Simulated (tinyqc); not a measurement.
# Changing the frequency f

Model: Hall factor, magnetoresistance and optical conductivity for a power-law relaxation time. Computed by tinyqc, a small Python program. Command: `OMP_NUM_THREADS=1 python tinyqc.py 3010669 3010670 out.jsonl magneto sweep`. One thread of a shared host (Intel(R) Xeon(R) Processor @ 2.30GHz), about 0.01 s of CPU time with the checks.

One spherical parabolic band, tau(E) = tau_0 x^s with x = E/(k_B T). Landau quantisation is left out.

Inputs (values chosen for the exercise, with a mass close to that of electrons in GaN):
```
quantity                         value  unit
effective mass m                  0.21   m_0
exponent s                         1.5     -
tau_0                              450    fs
reduced Fermi level eta              9     -
temperature T                      250     K
background permittivity eps_inf   13.1     -
```

Constants: m_0 = 9.1093837015e-31 kg; k_B = 1.380649e-23 J/K; hbar = 1.054571817e-34 J s; e = 1.602176634e-19 C; eps_0 = 8.8541878128e-12 F/m; c = 299792458 m/s.

Method:
- <y> = int y x^(3/2) f (1 - f) dx / int x^(3/2) f (1 - f) dx, f = 1/(1 + exp(x - eta)).
- Integrals over x = E/(k_B T) use 160 Gauss-Legendre points in u = sqrt(x) from 0 to sqrt(max(eta, 0) + 45).
- n = (2 m k_B T)^(3/2)/(3 pi^2 hbar^3) int x^(3/2) f (1 - f) dx; moments in units of tau_0.
- sigma(w) = (n e^2/m) <tau/(1 - i w tau)>, w = 2 pi f; eps = eps_inf + i sigma/(eps_0 w); N = sqrt(eps); absorption coefficient 2 w Im N/c; reflectivity |(N - 1)/(N + 1)|^2; plasma frequency sqrt(n e^2/(eps_inf eps_0 m))/(2 pi).

One run for each value:
```
frequency f (THz)  absorption coefficient (1/cm)  reflectivity
0.011                                      37561       0.99982
0.051                                      49289       0.99979
0.11                                       50260       0.99979
0.23                                       50483       0.99979
0.5                                        50532       0.99979
1.1                                        50522       0.99979
2.2                                        50441       0.99978
4.8                                        50025       0.99978
10                                         48222       0.99976
```

Give the missing row, frequency f (THz) = 0.024.

Computed row:
```
frequency f (THz)  absorption coefficient (1/cm)  reflectivity
0.024                                      45930       0.99980
```

Interpolating between the two neighbouring rows (the first column on a logarithmic scale, the others too where they are positive) misses most in absorption coefficient (1/cm), by 6.1 %. Over the rows, absorption coefficient (1/cm) goes from 37600 through a maximum among these rows, 50500 at 0.500, to 48200; reflectivity falls from 0.999821 to 0.999755.

Extremes, crossings and ranges named in words are read from the listed rows.
